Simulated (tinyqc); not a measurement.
Kinetics of strain relaxation and threading dislocations in mismatched semiconductor layers: one step, computed by the program tinyqc. Command: `OMP_NUM_THREADS=1 python tinyqc.py 3029686 3029687 out.jsonl threading walk`. One thread of a shared host (Intel(R) Xeon(R) Processor @ 2.30GHz), about 0.01 s of CPU time with the checks.

60-degree dislocations on {111} planes of a (001) layer, isotropic elasticity. The Schmid factor is 1/sqrt(6), and a misfit segment relieves strain with b/2.

Task: Excess stress and glide velocity at the start. Excess resolved stress tau = (1/sqrt 6) [2 G (1 + nu)/(1 - nu)] (e - e_eq), e_eq = b (1 - nu/4) [ln(h/b) + 1]/(4 pi (1 + nu) h), the Matthews-Blakeslee strain of an uncapped layer; glide velocity v = v0 tau exp(-Q/(k_B T)), tau in MPa.

Inputs (values chosen for the exercise, for a model layer): misfit f = 0.0102; shear modulus G = 73.5 GPa; Poisson ratio nu = 0.27; Burgers vector b = 3.88 angstrom; glide activation energy Q = 2.16 eV; velocity prefactor v0 = 27000 m/s per MPa; layer thickness h = 140 nm; anneal temperature T = 837 K.

Constants: k_B = 8.617333262e-05 eV/K.

Give: equilibrium strain e_eq; excess stress tau; mobility v/tau; initial velocity.

Result:

equilibrium strain e_eq = 0.001115

excess stress tau = 948.5 MPa

mobility v/tau = 2.664e-09 m/s per MPa

initial velocity = 2.526 micrometre/s
